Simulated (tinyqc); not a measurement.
Comparisons within one model: two-band k.p model of the X valleys of a zinc-blende crystal. A value that a table varies takes the place of the one given here.

k along the valley axis, counted from X, c = hbar^2/2m0, e = c k^2/ml. H = [[e - D/2, i P k], [-i P k, e + D/2]] with P^2 = D0 c/ml, so E = e -/+ sqrt(D^2/4 + D0 e). For D = 0 (diamond lattice) the bands cross at X.

With x = D/D0: for x < 1 the minima lie at k_m = sqrt(ml D0 (1 - x^2)/(4 c)), the hump at X has the height dE = (D0/4)(1 - x)^2 and the mass at the minimum is ml/(1 - x^2); the mass at X is ml/(1 - 1/x), negative for x < 1. For x > 1 the minimum is at X.

Thermal masses along the axis for one X point, lower band, E from the minimum, on 1601 points from -0.8 to 0.8 1/angstrom: density-of-states mass m_d = c I^2/(pi kT), I = integral of exp(-E/kT) dk; conductivity mass m_c = 2 c kT/<(dE/dk)^2> with central differences.

Constants: hbar^2/2m0 = 3.80998211 eV angstrom^2; kB = 8.617333262e-05 eV/K.

Parameters, chosen for this exercise (of the order of those of GaP; not measured data):
```
symbol  value  unit  meaning
D0      0.477  eV    coupling energy
ml      0.892  m0    mass along the axis from remote bands
D       0.366  eV    splitting of the two conduction levels at X
T       77     K     temperature
```

## From the diamond lattice to a polar crystal

D is varied at fixed D0 and ml.

Results:
```
x,D (eV),k_m (1/angstrom),dE (meV),mass at the minimum
0.00,0.000,0.1671,119.25,0.892
0.30,0.143,0.1594,58.43,0.980
0.60,0.286,0.1337,19.08,1.394
0.80,0.382,0.1003,4.77,2.478
0.90,0.429,0.0728,1.19,4.695
1.10,0.525,0.0000,0.00,9.812
1.30,0.620,0.0000,0.00,3.865
2.00,0.954,0.0000,0.00,1.784
4.00,1.908,0.0000,0.00,1.189
```

At D = 0 the minima lie 0.1671 1/angstrom from X under a cusp of D0/4 = 119 meV, the pattern of silicon. The hump shrinks as (1 - x)^2, faster than k_m, so at x = 0.9 it is only 1.19 meV although k_m is still 44 % of its first value. The mass diverges at x = 1 from both sides (4.69 at 0.9, 9.81 at 1.1), where the band is quartic.

## Temperature

Thermal masses against T.

Results:
```
T (K),kT (meV),m_d,m_c
10,0.86,9.085,2.311
20,1.72,9.707,2.531
50,4.31,10.469,3.043
100,8.62,9.506,3.183
200,17.23,7.554,2.943
300,25.85,6.374,2.705
500,43.09,5.072,2.387
```

m_d goes from 9.085 to 5.072 and m_c goes from 2.311 to 2.387; m_d peaks in between, at 10.469 for 50 K among these rows; m_c peaks in between, at 3.183 for 100 K among these rows. The limits are 4 x 2.169 and 2.169 for kT far below dE = 6.46 meV, and ml = 0.892 for both at kT far above D0; near kT = dE the flat region between the minima can push both above the first limit. No single longitudinal mass describes such a valley, so values from cyclotron resonance, donor spectra and carrier densities differ.

## What each parameter does

Shape of the lower band and thermal masses. Each row changes one parameter from the base and keeps the others.

Results:
```
case,k_m (1/angstrom),dE (meV),m_d (m0),m_c (m0)
base,0.1072,6.458,10.043,3.178
D = 0.377 eV,0.1024,5.241,10.621,3.465
D0 = 0.4627 eV,0.1007,5.052,10.558,3.470
ml = 0.9188 m0,0.1088,6.458,10.345,3.274
T = 79.31 K,0.1072,6.458,9.991,3.182
```

The largest shifts from the base row, up to three for each result and ties (the steps differ in size, so this ranks the rows, not the parameters). k_m (1/angstrom): D0 -0.0065, D -0.0048, ml +0.0016; unchanged at the printed digits by T. dE (meV): D0 -1.405, D -1.216; unchanged at the printed digits by ml and T. m_d (m0): D +0.578, D0 +0.515, ml +0.302. m_c (m0): D0 +0.291, D +0.286, ml +0.095.

(tinyqc, `OMP_NUM_THREADS=1 python tinyqc.py 1850573 1850574 out.jsonl`, Intel(R) Xeon(R) Processor @ 2.30GHz, 1 thread, shared host, about 0.01 s.)
